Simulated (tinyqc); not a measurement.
What moves the results: virtual-crystal alloy in the empirical-pseudopotential method. A value that a table varies takes the place of the one given here.

Empirical pseudopotential on the fcc lattice, atoms at +/- tau, tau = a (1,1,1)/8, no spin-orbit coupling. H(G,G') = c (2 pi/a)^2 |k + G|^2 delta + VS(q) cos(q.tau) + i VA(q) sin(q.tau), q = G - G', c = hbar^2/2m0; k and G in units of 2 pi/a; VS at |q|^2 = 3, 8, 11 and VA at 3, 4, 11, in rydberg, zero elsewhere. At each k the basis holds all G with |k + G|^2 up to 16; energies are counted from the fourth level at Gamma.

Virtual crystal A(1-x)B(x): a = (1 - x) a_A + x a_B. Rule linear: V = (1 - x) V_A + x V_B. Rule volume: V = [(1 - x) a_A^3 V_A + x a_B^3 V_B]/a^3, since a form factor is an atomic potential divided by the cell volume.

Constants: hbar^2/2m0 = 3.80998211 eV angstrom^2; Ry = 13.60569312 eV.

Parameters, chosen for this exercise (classic local form factors of the size used for GaAs (A) and InAs (B), which place X and L only to a few tenths of an eV; shifted at random, so the results belong to these values and not to a real crystal):
- a = (5.638, 6.04) angstrom (lattice constants of A, B)
- VSA = (-0.232, 0.009, 0.06) Ry (symmetric form factors of A)
- VAA = (0.071, 0.05, 0.01) Ry (antisymmetric form factors of A)
- VSB = (-0.215, 0, 0.05) Ry (symmetric form factors of B)
- VAB = (0.079, 0.05, 0.03) Ry (antisymmetric form factors of B)
- rule = linear (mixing rule)

## Gaps across the alloy

Gaps from the valence top to the fifth band at Gamma, at L = (1/2,1/2,1/2) and at the lowest of k = (f,0,0), f = 0.70, 0.75, ..., 1.00. Bowing C = 4 [(E(0) + E(1))/2 - E(1/2)].

Gaps (eV):

| x | Gamma | Delta/X | f of the minimum | L | lowest |
|---|---|---|---|---|---|
| 0.000 | 1.373 | 1.775 | 0.90 | 1.648 | Gamma |
| 0.167 | 1.212 | 1.810 | 0.95 | 1.619 | Gamma |
| 0.333 | 1.052 | 1.838 | 0.95 | 1.587 | Gamma |
| 0.500 | 0.891 | 1.859 | 1.00 | 1.552 | Gamma |
| 0.667 | 0.733 | 1.877 | 1.00 | 1.514 | Gamma |
| 0.833 | 0.576 | 1.891 | 1.00 | 1.474 | Gamma |
| 1.000 | 0.423 | 1.901 | 1.00 | 1.432 | Gamma |

bowing (eV): Gamma 0.025, Delta/X -0.084, L -0.048

The lowest valley is Gamma throughout. From A to B the Gamma gap moves by -0.95 eV, L by -0.22 eV and Delta/X by +0.13 eV; a move of Delta/X below about 0.4 eV is within the error of such form factors, sign included. The virtual crystal holds no disorder and no bond relaxation, so its bowing comes from the non-linear dependence on the mean potential and volume alone, and it may differ from measured bowing, which is positive in these alloys, in size and even in sign; crossings move with it.

## Two mixing rules

Gaps from the valence top to the fifth band at Gamma, at L = (1/2,1/2,1/2) and at the lowest of k = (f,0,0), f = 0.70, 0.75, ..., 1.00. Both rules agree at the ends.

Gaps (eV):

| x | Gamma, linear | Delta/X, linear | L, linear | Gamma, volume | Delta/X, volume | L, volume |
|---|---|---|---|---|---|---|
| 0.25 | 1.132 | 1.825 | 1.603 | 1.089 | 1.817 | 1.588 |
| 0.50 | 0.891 | 1.859 | 1.552 | 0.837 | 1.849 | 1.531 |
| 0.75 | 0.654 | 1.884 | 1.495 | 0.615 | 1.877 | 1.479 |

At x = 0.5 the volume rule moves Gamma by -55 meV, Delta/X by -10 meV and L by -21 meV, that is the bowing by -4 times these; the lattice constants differ by 7.1 %, and the rules would coincide for equal ones.

Program tinyqc; command `OMP_NUM_THREADS=1 python tinyqc.py 1080383 1080384 out.jsonl`; about 0.2 s on one thread of a shared Intel(R) Xeon(R) Processor @ 2.30GHz.
